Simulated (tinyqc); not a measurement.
An infinitely deep well in a field (quantum-confined Stark shift), Airy functions: two steps of the calculation.

Hard walls at x = -L/2 and +L/2; between them U(x) = -F x (eV, zero at the centre). C = hbar^2/(2 m0), e = (C F^2/m1)^(1/3), z1 = (F L/2 - E)/e at the left wall and z2 = (-F L/2 - E)/e at the right wall. Levels are the roots of D(E) = Ai(z1) Bi(z2) - Ai(z2) Bi(z1).

Values chosen for this exercise:

| symbol | value | unit | meaning |
|---|---|---|---|
| m1 | 0.042 | m0 | mass |
| L | 7.3 | nm | well width |
| F | 0.063 | V/nm | field |
| n | 2 |  | level sought |

Constants: q = 1.602176634e-19 C, hbar = 1.054571817e-34 J s, m0 = 9.1093837015e-31 kg, hbar^2/(2 m0) = 0.0380998212 eV nm^2. Results are converted to the units shown.

Task 1. Secant step for the level. Secant step from the last two trial energies, E_a the older and E_b the newer: next = E_b - D(E_b) (E_b - E_a)/(D(E_b) - D(E_a)).

first trial energy = 0.672 eV
second trial energy = 0.6636 eV

Wanted: D(E_a); D(E_b); third trial energy.

Result 1.

D(E_a) = 0.002862
D(E_b) = 0.009103
third trial energy = 0.6759 eV

Task 2. Stark shift. Exact shift E_n(F) - E_n(0), and the mean position <x> = -dE_n/dF. E_n(0) = C (n pi/L)^2/m1; second-order shift m1 F^2 L^4 (1 - 15/(pi n)^2)/(48 C pi^2 n^2).

Wanted: E_n; shift; <x>.

Result 2.

E_n = 0.6759 eV
shift = 3.878 meV
<x> = -0.1173 nm

Program tinyqc, `OMP_NUM_THREADS=1 python tinyqc.py 2580038 2580039 out.jsonl`; Intel Xeon 2.30GHz, shared host, one thread, about 0.02 s.
